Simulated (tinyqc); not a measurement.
From results back to parameters: band-to-band tunnelling across a p-n junction in a two-band chain. Three cases, with inputs chosen for the exercise.

Problem. In a uniform field T = exp(-B/F), B = (pi/4) sqrt(m/c) Eg^(3/2), c = hbar^2/2m0, 1 V/angstrom = 100 MV/cm. m is the band-edge mass, the same for both bands (twice the reduced mass). The ratio below comes from a hidden m.

Constants: hbar^2/2m0 = 3.80998211 eV angstrom^2.

Case 1.

Values chosen (out of a larger set: gap and mass near those of GaSb; not measured data): Eg = 0.698 eV (gap); F1 = 1.16 MV/cm (first field); F2 = 2.16 MV/cm (second field).

ln(T2/T1) = 1.884635

Case 2.

Values chosen (out of a larger set: gap and mass near those of GaSb; not measured data): Eg = 0.739 eV (gap); F1 = 1.19 MV/cm (first field); F2 = 3.46 MV/cm (second field).

ln(T2/T1) = 2.881284

Case 3.

Values chosen (out of a larger set: gap and mass near those of GaAs; not measured data): Eg = 1.45 eV (gap); F1 = 1.23 MV/cm (first field); F2 = 2.16 MV/cm (second field).

ln(T2/T1) = 6.788628

Find: B; m.

Solution. B is the logarithm over 1/F1 - 1/F2, and m = c (4B/pi)^2/Eg^3 with B in V/angstrom.

Case 1.

B = 4.722 MV/cm
m = 0.0405 m0

Case 2.

B = 5.226 MV/cm
m = 0.0418 m0

Case 3.

B = 19.394 MV/cm
m = 0.0762 m0

Computed by tinyqc, one run a case: `OMP_NUM_THREADS=1 python tinyqc.py N N+1 out.jsonl` with N = 1452710, 1452775, 1452805; one thread of a shared Intel(R) Xeon(R) Processor @ 2.30GHz, about 0.01 s a run at most.
